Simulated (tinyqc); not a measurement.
Plasmons of a degenerate electron gas in the random-phase approximation, step by step. Values are carried at full precision from step to step, so a last printed digit may differ when a step is redone from the rounded ones.

Zero temperature, parabolic band: kF = (3 pi^2 n)^(1/3), EF = c kF^2/m, Ep^2 = 8 pi c e2 n/(m eb), qTF^2 = 6 pi e2 n/(eb EF), c = hbar^2/2m0, e2 = e^2/(4 pi eps0), n in 1/angstrom^3 (1e-24 per 1/cm^3).

Constants: hbar^2/2m0 = 3.80998211 eV angstrom^2; e^2/(4 pi eps0) = 14.39964547 eV angstrom; a0 (Bohr radius) = 0.5291772105 angstrom.

Inputs chosen for the exercise (mass and background constant near those of GaAs; polar phonons, which mix with the plasmon in the real crystal, and the rise of the mass with filling are left out; not measured data): n = 2.8e+18 1/cm^3 (electron density); m = 0.0674 m0 (mass); eb = 10.9 (background dielectric constant); q = 0.0122 1/angstrom (wave vector); E = 85.9 meV (energy transfer); qp = 0.0126 1/angstrom (wave vector of the plasmon).

## Scales of the gas

Also rs = (3/(4 pi n))^(1/3) m/(a0 eb).

kF = 0.043604 1/angstrom
EF = 107.48 meV
Ep = 72.493 meV
qTF = 0.025470 1/angstrom
hbar vF = 4.9297 eV angstrom
rs = 0.514

Ep/EF = 0.674. With rs below 1 the random-phase approximation is within its range.

## The dielectric function at one point

Lindhard function: eps(q, E)/eb = 1 + (qTF/q)^2 (f1 + i f2) with z = q/(2 kF), u = E/(hbar vF q), hbar vF = 2 c kF/m; f1 = 1/2 + [h(z - u) + h(z + u)]/(8 z), h(x) = (1 - x^2) ln|(x + 1)/(x - 1)|; f2 = pi u/2 for z + u < 1, (pi/(8 z))(1 - (z - u)^2) for |z - u| < 1 < z + u, else 0. Pairs exist for c (q^2 - 2 q kF)/m < E < c (q^2 + 2 q kF)/m.

E in eV is E/1000. Give also the loss function Im(-eb/eps).

z, u: [0.1399, 1.4283]

f1, f2: [-0.2454, 0.0000]

eps/eb = -0.070
loss function = 0.000

The point lies outside the pair continuum: eps is real, and there is loss only on the plasmon line eps = 0.

## The plasmon at one wave vector

Solve f1 (qTF/q)^2 = -1 above the continuum, and compare with E^2 = Ep^2 + (3/5)(hbar vF q)^2 + (c q^2/m)^2.

top of the continuum = 71.09 meV
plasmon energy = 88.85 meV
short formula = 87.47 meV

The plasmon lies 17.76 meV above the continuum and 22.6 % above Ep; the short formula errs by -1.55 %.

## Where Landau damping starts

Find qc at which the plasmon meets the top of the continuum, eps(qc, c (qc^2 + 2 qc kF)/m) = 0, and compare with Ep/(hbar vF).

qc = 0.01889 1/angstrom
qc/kF = 0.433
energy there = 113.3 meV
Ep/(hbar vF) = 0.01471 1/angstrom

The simple estimate is 0.779 times qc.

## Checks

- F-sum of the loss function at q = 1.3 qc over (pi/2) Ep^2 against 1: both 1.00.
- f1 at E = 0 and z = 0.6 against the static Lindhard function: both 0.86968.

Computed by tinyqc, a small Python program: `OMP_NUM_THREADS=1 python tinyqc.py 1680671 1680672 out.jsonl` (the numbers bound the seed that draws the inputs); one thread of a shared host (Intel(R) Xeon(R) Processor @ 2.30GHz), about 0.01 s for the whole set of steps.
